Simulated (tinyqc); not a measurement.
Memristor with linear dopant drift, Joglekar window: two steps of the calculation.

A film of thickness D has a doped share x: R = Ron x + Roff (1 - x), i = v/R, dx/dt = k i F with k = mv Ron/D^2 and F = 1 - (2 x - 1)^(2 p). The drive is v = V0 sin(2 pi f t). The model has no threshold and no heating.

Inputs (values chosen for the exercise):
- Ron = 500 ohm (resistance of the fully doped film)
- Roff = 20000 ohm (resistance of the undoped film)
- D = 15 nm (film thickness)
- mv = 4e-14 m^2/(V s) (dopant mobility)
- x0 = 0.36 (doped share at t = 0)
- V0 = 0.7 V (amplitude)
- p = 1 (window exponent)
- f = 10 Hz (frequency)

Task 1. Rate constant, charge and flux scales. k = mv Ron/D^2; R0 = R(x0); without a window the film fills (x = 1) after the charge (1 - x0)/k and the flux (R0^2 - Ron^2)/(2 k (Roff - Ron)); half a period supplies the flux V0/(pi f).

Find: k; R0; charge to fill; flux to fill; flux of half a period.

Result 1.

k = 88889 1/C
R0 = 12980 ohm
charge to fill = 7.2000 uC
flux to fill = 0.048528 V s
flux of half a period = 0.022282 V s

Half a period supplies 45.9 % of the flux to fill.

Task 2. One Runge-Kutta step. Step h = 1/(12 f), from t = j h. With g(t, x) = dx/dt: k1 = g(t, x), k2 = g(t + h/2, x + h k1/2), k3 = g(t + h/2, x + h k2/2), k4 = g(t + h, x + h k3), x(new) = x + h (k1 + 2 k2 + 2 k3 + k4)/6.

x at step 2 = 0.39688700
j = 2

Find: k1..k4; x at step 3.

Result 2.

k1..k4 (1/s): 4.2081  4.8949  4.9277  5.3459
x at step 3 = 0.43744

Computed by the program tinyqc: `OMP_NUM_THREADS=1 python tinyqc.py 2880120 2880121 out.jsonl`, one thread of a shared Intel Xeon 2.30GHz, about 0.2 s for the whole run.
